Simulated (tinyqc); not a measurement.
What each parameter of the potential does: deformation potentials from a strained empirical pseudopotential.

Diamond lattice, no spin-orbit coupling. Atomic form factor V(q) = a1 (q^2 - a2)/(a3 exp(a4 q^2) - 1) in rydberg with q in 1/bohr, for the unstrained cell. Under a strain e the reciprocal vectors and k go over into (1 + e)^(-1) G, the atoms sit at +/- tau with tau = (1 + e) a (1,1,1)/8 - zeta a (eyz, ezx, exy)/4, and H(G,G') = c |k + G|^2 delta + (V(q)/det(1 + e)) cos(q.tau), q = G - G', with the term q = 0 left out; c = hbar^2/2m0. The basis is fixed before straining: all G with |k + G|^2 up to 16 (2 pi/a)^2. k is given in units of 2 pi/a of the unstrained cell.

Constants: hbar^2/2m0 = 3.80998211 eV angstrom^2; Ry = 13.60569312 eV; a0 (Bohr radius) = 0.5291772105 angstrom.

Parameters, chosen for this exercise (near those of Si; shifted at random, so the results belong to these values and not to a real crystal): a = 5.442 angstrom (lattice constant); a1 = 0.535; a2 = 2.197; a3 = 2.039; a4 = 0.482; kD = 0.82 2 pi/a (position of the Delta minimum).

Gaps from the valence top to level 8 at Gamma and level 5 at (kD,0,0) and L, and their deformation potentials [E(+h) - E(-h)]/(3 ln((1 + h)/(1 - h))) for e = +/- h 1, h = 0.002. The row for the lattice constant keeps V(q) without the volume factor, so it is not a strain.

Results for these values:
```
case  Gamma (eV)  Delta (eV)  L (eV)  potential Gamma (eV)  potential Delta (eV)  potential L (eV)
base       4.178       1.363   2.160                 -9.14                  2.48             -2.06
```

What happens to each result for a2 = 2.219, all else kept?

Answer: Gamma falls from 4.178 to 4.058; Delta rises from 1.363 to 1.439; L falls from 2.160 to 2.157; potential Gamma falls from -9.14 to -9.22; potential Delta falls from 2.48 to 2.42; potential L falls from -2.06 to -2.10.

The same for each parameter in turn:
```
case                Gamma (eV)  Delta (eV)  L (eV)  potential Gamma (eV)  potential Delta (eV)  potential L (eV)
base                     4.178       1.363   2.160                 -9.14                  2.48             -2.06
a = 5.496 angstrom       4.038       1.653   2.259                 -9.43                  2.16             -2.27
a1 = 0.53                4.135       1.294   2.108                 -9.06                  2.49             -2.05
a2 = 2.219               4.058       1.439   2.157                 -9.22                  2.42             -2.10
a3 = 2.059               4.131       1.270   2.094                 -9.05                  2.48             -2.06
a4 = 0.477               4.274       1.453   2.238                 -9.32                  2.40             -2.14
```

Program tinyqc; command `OMP_NUM_THREADS=1 python tinyqc.py 1851068 1851069 out.jsonl`; about 0.2 s on one thread of a shared Intel(R) Xeon(R) Processor @ 2.30GHz.
